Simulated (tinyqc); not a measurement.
Inside a calculation. Method: Jacobi rotations on a symmetric matrix. One step of it, computed by the program tinyqc.

Question. Jacobi rotation 2. Take the largest off-diagonal element A_pq; tan 2 theta = 2 A_pq / (A_qq - A_pp) with |theta| <= pi/4; A' = J^T A J with J_pp = J_qq = cos, J_pq = sin, J_qp = -sin.

A':
```
           1          2          3          4          5          6
1   0.094000   0.319705   0.460000  -0.182000  -0.002619   0.075000
2   0.319705  -0.018022   0.538238  -0.454670   0.000000  -0.017748
3   0.460000   0.538238   1.002000   0.181000   0.207436  -0.211000
4  -0.182000  -0.454670   0.181000   1.034000   0.164836   0.023000
5  -0.002619   0.000000   0.207436   0.164836   1.827022  -0.355076
6   0.075000  -0.017748  -0.211000   0.023000  -0.355076   1.375000
```

Give: p, q, theta; A'.

Answer.

p, q, theta (rad): 2.0000  3.0000  0.4062

A':
```
         1        2        3        4        5        6
1   0.0940   0.1120   0.5489  -0.1820  -0.0026   0.0750
2   0.1120  -0.2495   0.0000  -0.4892  -0.0820   0.0671
3   0.5489   0.0000   1.2335  -0.0134   0.1906  -0.2008
4  -0.1820  -0.4892  -0.0134   1.0340   0.1648   0.0230
5  -0.0026  -0.0820   0.1906   0.1648   1.8270  -0.3551
6   0.0750   0.0671  -0.2008   0.0230  -0.3551   1.3750
```
